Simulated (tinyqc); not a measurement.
# Weibull slope from two areas

Question. Oxide breakdown times follow a Weibull law, F = 1 - exp(-(t/t63)^beta). For defects spread at random t63 goes as A^(-1/beta). Find beta and the time at which the share Fp of the area-A2 devices has failed, t63(A2) (-ln(1 - Fp))^(1/beta).

Parameters, values chosen for the exercise: area of a test capacitor A1 = 780 um^2; gate area of the product A2 = 6e6 um^2; allowed share of failed products Fp = 0.0001.

t63 at the areas A1 and A2 (s): [3800, 91.325767]

Solution. beta = ln(A2/A1)/ln(t63(A1)/t63(A2)).

beta = 2.400
time to Fp = 1.968 s

Program tinyqc, `OMP_NUM_THREADS=1 python tinyqc.py 2070086 2070087 out.jsonl`; Intel Xeon 2.30GHz, shared host, one thread, about 0.01 s.
